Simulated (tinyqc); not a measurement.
# Worked calculation: surface Green function of a chain with one s and one p orbital a site, Sancho-Rubio decimation

Numbers from tinyqc (`OMP_NUM_THREADS=1 python tinyqc.py 2680019 2680020 out.jsonl`; about 0.05 s on one thread of a shared Intel Xeon 2.30GHz). Printed values are rounded.

A semi-infinite lead of cells 0, 1, 2, ... with H0 inside a cell and H1 = <cell i|H|cell i + 1>. H1 = [[-vss, vsp], [-vsp, vpp]]. z = E + i eta.

Parameters, values chosen for the exercise:
```
symbol  value  unit                       meaning
es      -1.51    eV                       s level
ep       4.18    eV                       p level
vss       2.7    eV  s-s hopping (enters as -vss)
vpp      2.25    eV  p-p hopping (enters as +vpp)
vsp      1.81    eV                   s-p hopping
E       -2.56    eV                        energy
eta      0.05    eV                    broadening
```

## The blocks

Read off from the list of hoppings.

H0 (eV):
```
       s     p
s  -1.51     0
p      0  4.18
```

H1 (eV):
```
       s     p
s   -2.7  1.81
p  -1.81  2.25
```

## Round 1: decimation

Start with e_s = e = H0, a = H1, b = H1^dagger. Each round: g = (z - e)^(-1); e_s <- e_s + a g b; e <- e + a g b + b g a; a <- a g a; b <- b g b (all with the old a, b). Round k joins cells 2^k apart.

g (1/eV):
```
                       s                      p
s  -0.9502262-0.0452489i   0.0000000+0.0000000i
p   0.0000000+0.0000000i  -0.1483598-0.0011006i
```

e_s after round 1 (eV):
```
                     s                    p
s  -8.923191-0.333470i  -5.247951-0.225613i
p  -5.247951-0.225613i   0.315892-0.153812i
```

e after round 1 (eV):
```
                    s                  p
s  -16.33638-0.66694i   0.00000+0.00000i
p    0.00000+0.00000i  -3.54822-0.30762i
```

a after round 1 (eV):
```
                     s                   p
s  -6.441108-0.326259i  4.039560+0.216649i
p  -4.039560-0.216649i  2.361965+0.142668i
```

b after round 1 (eV):
```
                     s                    p
s  -6.441108-0.326259i  -4.039560-0.216649i
p   4.039560+0.216649i   2.361965+0.142668i
```

## Round 2: decimation

As before.

g (1/eV):
```
                      s                     p
s  0.0723919-0.0037674i  0.0000000+0.0000000i
p  0.0000000+0.0000000i  0.8947467-0.3237980i
```

e_s after round 2 (eV):
```
                    s                   p
s  9.213603-3.887558i  5.502432-2.232873i
p  5.502432-2.232873i  6.692079-1.285221i
```

e after round 2 (eV):
```
                   s                 p
s  19.93721-7.77512i  0.00000+0.00000i
p   0.00000+0.00000i  9.20416-2.57044i
```

a after round 2 (eV):
```
                    s                 p
s  -12.11376+3.85081i  6.97300-2.20460i
p   -6.97300+2.20460i  4.00720-1.26223i
```

b after round 2 (eV):
```
                    s                  p
s  -12.11376+3.85081i  -6.97300+2.20460i
p    6.97300-2.20460i   4.00720-1.26223i
```

## Round 3: decimation

As before.

g (1/eV):
```
                         s                        p
s  -0.03965266-0.01379223i   0.00000000+0.00000000i
p   0.00000000+0.00000000i  -0.08098571-0.01803941i
```

e_s after round 3 (eV):
```
                     s                    p
s  -1.402681-0.307050i  -0.604754-0.182711i
p  -0.604754-0.182711i   3.178829-0.111343i
```

e after round 3 (eV):
```
                     s                   p
s  -1.295362-0.614100i  0.000000+0.000000i
p   0.000000+0.000000i  2.177659-0.222686i
```

a after round 3 (eV):
```
                     s                   p
s  -2.418748+0.179533i  1.395780-0.101387i
p  -1.395780+0.101387i  0.805447-0.057229i
```

b after round 3 (eV):
```
                     s                    p
s  -2.418748+0.179533i  -1.395780+0.101387i
p   1.395780-0.101387i   0.805447-0.057229i
```

## Course of the decimation

Stop when the largest entry of a and b is below 1e-12 eV, or after 60 rounds. The last column is -Im Tr (z - e_s)^(-1)/pi. At the end g_s = (z - e_s)^(-1), and the bulk Green function is (z - e)^(-1).

Course of the iteration:
```
round  largest |a|, |b| (eV)  surface density of states (1/eV)
1                       6.45                       0.002921975
2                       12.7                       0.007679289
3                       2.43                        0.09666070
4                       3.75                        0.03169721
5                       3.41                        0.05604914
6                       1.84                        0.09362271
7                      0.602                         0.1243099
8                     0.0871                         0.1238551
9                    1.85e-3                         0.1238118
10                   8.36e-7                         0.1238117
11                   < 1e-12                         0.1238117
```

Converged in 11 rounds, which stand for 2^11 cells. E lies inside a band (1 open mode(s)), where only eta damps the waves, over about v/eta cells with v the group velocity in eV a cell.

## Self-energy, Dyson check and densities of states

converged surface Green function g_s (1/eV):
```
                      s                      p
s  0.0286472-0.3712643i   0.1001128-0.0766715i
p  0.1001128-0.0766715i  -0.1434550-0.0177018i
```

converged bulk Green function (1/eV):
```
                      s                      p
s  0.0764676-0.2182974i   0.0000000+0.0000000i
p  0.0000000+0.0000000i  -0.2291675-0.0842214i
```

Sigma = H1 g_s H1^dagger is what the lead adds to one more cell, and (z - H0 - Sigma)^(-1) must give g_s back. Densities of states: -Im of the diagonals over pi.

Sigma (eV):
```
                     s                    p
s  -1.239637-2.015122i  -1.380386-1.169496i
p  -1.380386-1.169496i  -1.447808-0.681425i
```

(z - H0 - Sigma)^(-1) (1/eV):
```
                      s                      p
s  0.0286472-0.3712643i   0.1001128-0.0766715i
p  0.1001128-0.0766715i  -0.1434550-0.0177018i
```

```
orbital  surface density of states (1/eV)  bulk density of states (1/eV)
s                               0.1181771                     0.06948622
p                               0.0056347                     0.02680850
```

The surface cell holds 0.124 states per eV against 0.0963 for a bulk cell.
